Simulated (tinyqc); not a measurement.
Polytypes and stacking faults of a tetrahedral semiconductor in an axial Ising model with couplings up to third neighbours: one step, computed by the program tinyqc. Command: `OMP_NUM_THREADS=1 python tinyqc.py 3028263 3028264 out.jsonl polytype walk`. One thread of a shared host (Intel(R) Xeon(R) Processor @ 2.30GHz), about 0.01 s of CPU time with the checks.

Each double layer has s = +1 or -1 for the sense of its stacking step; E per pair of atoms = E0 - sum_n J_n <s_i s_(i+n)>, n = 1, 2, 3. Hexagonality h = (1 - <s_i s_(i+1)>)/2.

Task: Electronic energy gained by the fault. The fault binds electrons in a two-dimensional band E_b below the conduction edge, g2 = m m0/(pi hbar^2) for one valley. With the Fermi level held by the bulk, eta = ln[n/N_c(T)], N_c(T) = N_c (T/300)^1.5, the grand potential falls by g2 (k_B T)^2 F1(x), x = eta + E_b/(k_B T), F1(x) = integral from 0 to infinity of ln(1 + exp(x - t)) dt; sheet density g2 k_B T ln(1 + e^x). Band bending by the trapped charge is left out, so the gain is an upper bound. Net fault energy = gamma of the I2 fault less the electronic gain.

Inputs (values chosen for the exercise, for a model crystal):
```
quantity                                    value    unit
binding energy of the fault level E_b       0.044      eV
in-plane mass m                              0.35      m0
effective density of states N_c at 300 K  2.6e+19  1/cm^3
electron density n                        4.8e+15  1/cm^3
temperature T                                1150       K
```

Host polytype: 2H.

energy of the glide fault, I2 = 11.05355 mJ/m^2

Constants: m_0 = 9.1093837015e-31 kg; hbar = 1.054571817e-34 J s; k_B = 1.380649e-23 J/K; k_B = 8.617333262e-05 eV/K.

Give: x; sheet density; electronic gain; net fault energy.

Result:

x = -10.17

sheet density = 5.556e+08 1/cm^2

electronic gain = 8.821e-05 mJ/m^2

net fault energy = 11.05 mJ/m^2

The gain offsets 8.0e-4 % of the fault energy.
